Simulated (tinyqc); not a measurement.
Sublattice potential against complex hopping: Haldane model. Computed by the program tinyqc. 

Honeycomb lattice:
```
parameter     value
t1 (eV)    2.530000
t2 (eV)    0.280000
phi (rad)  2.410000
```

H_AA = delta - 2 t2 sum cos(k.b + phi), H_BB = -delta - 2 t2 sum cos(k.b - phi), H_AB = -t1 (1 + exp(-i k.a1) + exp(-i k.a2)), b = a1, a2 - a1, -a2, m = 3 sqrt3 t2 sin(phi); the sign of the Chern number follows the orientation k1 then k2.

Gaps at the two valleys (eV) and Chern number of the lower band (12 x 12 mesh):
```
delta    gap 2|delta - m|  gap 2|delta + m|  Chern number
-1.7490            5.4419            1.5541             0
-1.2640            4.4719            0.5841             0
-0.5830            3.1099            0.7779            -1
0.0000             1.9439            1.9439            -1
0.3890             1.1659            2.7219            -1
0.7290             0.4859            3.4019            -1
1.2150             0.4861            4.3739             0
1.9440             1.9441            5.8319             0
```

Here |m| = 0.9720 eV. For |delta| < |m| the two valleys have masses of opposite sign and the Chern number is +/-1; one gap closes at |delta| = |m|, and beyond it the band is trivial.
